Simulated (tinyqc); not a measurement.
Wafer bonding and layer transfer: bond energy, gap closing, particles, bonding of dissimilar wafers and hydrogen blisters: one step, computed by the program tinyqc. Command: `OMP_NUM_THREADS=1 python tinyqc.py 3013015 3013016 out.jsonl bond walk`. One thread of a shared host (Intel(R) Xeon(R) Processor @ 2.30GHz), about 0.01 s of CPU time with the checks.

gamma is the energy per area of each of the two surfaces; plates are isotropic, and both wafers have E1 and t1.

Question. Blistering after hydrogen implantation. A flat crack of radius r under a layer of thickness d, as a clamped plate: centre height w = 3 p r^4/(16 E' d^3), volume pi r^2 w/3, energy release G = 3 p^2 r^4/(32 E' d^3), E' = E1/(1 - nu^2). It grows when G = 2 gamma_s. The gas comes from the area pi r^2: p V = (dose x share/2) pi r^2 k_B T, and G = p w/2 = (3/2) N k_B T with N the H2 molecules per area. Share needed: G = 2 gamma_s. The pressure and height at growth are given for r = 10 d.

Inputs (values chosen for the exercise, with wafer 1 close to silicon):
```
quantity                                      value        unit
Young's modulus E1                              136         GPa
Poisson ratio nu                               0.25           -
implant depth d                                0.38  micrometre
hydrogen dose                                     5   1e16/cm^2
share of the dose released as H2               0.49           -
surface energy of the weakened plane gamma_s    1.1       J/m^2
anneal temperature T                            650           K
```

Constants: k_B = 1.380649e-23 J/K.

Give: energy release G; share of the dose needed; pressure at growth; height at growth.

Answer.

energy release G = 1.6490 J/m^2

share of the dose needed = 0.65372

pressure at growth = 29.931 MPa

height at growth = 147.01 nm

The released gas does not suffice by this estimate. In this plate limit G depends on neither r nor d.
